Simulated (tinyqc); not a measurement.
Long runs: velocity against field: Monte Carlo simulation of one carrier in a uniform electric field. Computed by tinyqc, a small Python program. Command: `OMP_NUM_THREADS=1 python tinyqc.py 3012562 3012563 out.jsonl mcfl walk`. One thread of a shared host (Intel(R) Xeon(R) Processor @ 2.30GHz), about 2 s of CPU time with the checks.

The force e F acts along +z. Flights end at the constant total rate Gamma; the part of Gamma that the real rates do not fill is self-scattering, which leaves k unchanged. One valley, no impurities and no intervalley scattering.

Inputs (values chosen for the exercise, modelled on GaSb): effective mass m = 0.0396 m_0; non-parabolicity alpha = 1.2 1/eV; static permittivity eps_s = 15.7; high-frequency permittivity eps_inf = 14.4; density rho = 5610 kg/m^3; sound velocity v_l = 4180 m/s; acoustic deformation potential D_A = 7.4 eV; optical phonon energy hbar w = 30.2 meV; lattice temperature T = 300 K; electric field F = 0.093 kV/cm; energy E_max up to which Gamma must cover the rates = 0.6 eV; seed of the random numbers = 57851.

Crystal: polar. Band: Kane.

Constants: k_B = 1.380649e-23 J/K; e = 1.602176634e-19 C; hbar = 1.054571817e-34 J s; m_0 = 9.1093837015e-31 kg; hbar = 6.582119569e-16 eV s; eps_0 = 8.8541878128e-12 F/m; k_B = 8.617333262e-05 eV/K.

Method:
- Kane band: hbar^2 k^2/(2 m) = E (1 + alpha E), speed v = hbar k/(m (1 + 2 alpha E)), states per spin, volume and energy g(E) = m k (1 + 2 alpha E)/(2 pi^2 hbar^2); overlap factors are set to 1. Masses are multiplied by m_0 and all formulas are in SI units.
- Phonon occupation N_q = 1/(exp(hbar w/(k_B T)) - 1).
- Acoustic deformation potential (elastic, equipartition, absorption and emission together): 1/tau = 2 pi k_B T D_A^2 g(E)/(hbar rho v_l^2).
- Polar optical, unscreened: W = e^2 w (1/eps_inf - 1/eps_s) m (1 + 2 alpha E') ln|(k + k')/(k - k')| / (4 pi eps_0 hbar^2 k), times N_q for absorption (E' = E + hbar w) and N_q + 1 for emission (E' = E - hbar w > 0), with alpha = 0 for a parabolic band; mean cosine of the angle <cos> = (k^2 + k'^2)/(2 k k') - 1/ln|(k + k')/(k - k')|.
- Gamma is 1.05 times the largest total rate on the grid E = (j + 1/2) E_max/400, j = 0..399.
- On the grid E_j = (j + 1/2) hbar w/12 up to 20 k_B T + 2 hbar w, solve (sum of rates) l(E) = v(E) + W_abs <cos> l(E + hbar w) + W_em <cos> l(E - hbar w); mu_0 = e sum g v l exp(-E/k_B T)/(3 k_B T sum g exp(-E/k_B T)).
- Flight: t = -ln(r1)/Gamma; k_z grows by e F t/hbar; E follows from the band; dz = (E_end - E_start)/(e F).
- Choice: with cumulative rates in the order acoustic, absorption, emission, the process is the first whose sum exceeds r2 Gamma; if none, self-scattering.
- Final state: E' = E, E + hbar w or E - hbar w gives k'. Isotropic processes: cos(theta) = 1 - 2 r3 from the z axis, phi = 2 pi r4, k' (sin theta cos phi, sin theta sin phi, cos theta). Polar processes: cos(b) = [1 + xi - (1 + 2 xi)^r3]/xi, xi = 2 k k'/(k - k')^2, b from the old direction n; new direction cos b n + sin b (cos phi e1 + sin phi e2), e1 = (z x n)/|z x n|, e2 = n x e1.
- Each row: 250 carriers from a thermal start, 1600 flights each, the first half discarded, random numbers not printed; the error is the standard error over ten groups; the mean energy is taken at the ends of flights, which sample time evenly. Fields at which more than 0.02 % of the events exceed Gamma are left out.

Gamma = 5.21228 1e12/s

low-field mobility mu_0 = 30920.3 cm^2/(V s)

Monte Carlo results:
```
F (kV/cm)  drift velocity (1e5 m/s)  error (1e5 m/s)  mu_0 F (1e5 m/s)  mean energy (meV)  real events (%)
0.023                        0.0468           0.0150            0.0711               41.3             39.7
0.046                        0.1400           0.0180            0.1422               41.7             39.7
0.093                        0.2600           0.0200            0.2876               42.0             39.8
0.190                        0.5440           0.0110            0.5875               43.3             40.3
0.370                        1.0100           0.0099            1.1441               47.5             42.0
```

What follows from these numbers?

At the lowest field the drift velocity is 0.66 +/- 0.21 of the ohmic value mu_0 F, at the highest 0.88 +/- 0.01. The mean energy goes from 41 to 48 meV against the parabolic-band thermal value 3 k_B T/2 = 39 meV: the curve ends near the ohmic line. Only 40 to 42 % of the events are real; the rest is the price of a constant Gamma.

Extremes, crossings and ranges named in words are read from the listed rows.
